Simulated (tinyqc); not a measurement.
## Capacitance measurement on a leaky thin oxide: effects of series resistance and leakage: effect of the series resistance

The device is a capacitance C in parallel with a leakage conductance G, in series with Rs and Ls. An impedance meter reports either a parallel pair (Cp, Gp) from Y = 1/Z = Gp + i w Cp or a series pair (Cs, Rm) from Z = Rm + 1/(i w Cs); w = 2 pi f, dissipation D = Gp/(w |Cp|).

EOT = 3.9 tox/eox; CET = EOT + zc + zp; C = 3.9 eps0 A/CET; G = Jg A/Vs. Z = Rs + i w Ls + 1/(G + i w C); CET read from Cp = 3.9 eps0 A/Cp; errors under 0.001 % are printed as 0.

Parameters, values chosen for the exercise; values of the order met in thin-oxide MOS capacitors:
```
symbol  value    unit                                                                 meaning
eox       3.9          relative permittivity of the gate insulator (close to silicon dioxide)
tox       1.9      nm                                                     insulator thickness
A        2500    um^2                                                               gate area
zc       0.43      nm              oxide-equivalent thickness added by the accumulation layer
zp          0      nm                      oxide-equivalent thickness added by gate depletion
Jg      0.089  A/cm^2              gate leakage current density, not matched to the thickness
Vs       0.28       V                               voltage for an e-fold rise of the leakage
Ls          0      nH                                                       series inductance
f         2e5      Hz                                                     measuring frequency
```

Constants: eps0 = 8.8541878128e-14 F/cm where lengths are in cm. Results are converted to the units shown.

The same in every row: C (pF) = 37.051; Cs (pF) = 38.130.

Results:

| Rs (ohm) | Cp (pF) | D | error of Cp (%) | error of Cs (%) | CET read from Cp (nm) |
|---|---|---|---|---|---|
| 1 | 37.050 | 0.17072 | -1.59e-3 | 2.91 | 2.3300 |
| 3 | 37.049 | 0.17082 | -4.77e-3 | 2.91 | 2.3301 |
| 10 | 37.045 | 0.17115 | -0.0159 | 2.91 | 2.3304 |
| 30 | 37.033 | 0.17211 | -0.0479 | 2.91 | 2.3311 |
| 300 | 36.868 | 0.18505 | -0.494 | 2.91 | 2.3416 |
| 1000 | 36.391 | 0.21859 | -1.78 | 2.91 | 2.3722 |
| 3000 | 34.700 | 0.31442 | -6.35 | 2.91 | 2.4879 |

Estimate the missing row, Rs = 100 ohm.

Computed row:

| Rs (ohm) | Cp (pF) | D | error of Cp (%) | error of Cs (%) | CET read from Cp (nm) |
|---|---|---|---|---|---|
| 100 | 36.991 | 0.17546 | -0.161 | 2.91 | 2.3338 |

With this row back in the table: As Rs goes from 1 to 3000, the error of Cp goes from -0.00159 to -6.35 %, that of Cs from 2.91 to 2.91 %, and D rises from 0.171 to 0.314. The CET read from Cp goes from 2.33 to 2.49 nm against the true 2.33 nm. Rs does not enter the imaginary part of Z, so Cs does not depend on it.

tinyqc, about 0.01 s, one thread, Intel Xeon 2.30GHz (shared host): `OMP_NUM_THREADS=1 python tinyqc.py 2022049 2022050 out.jsonl`
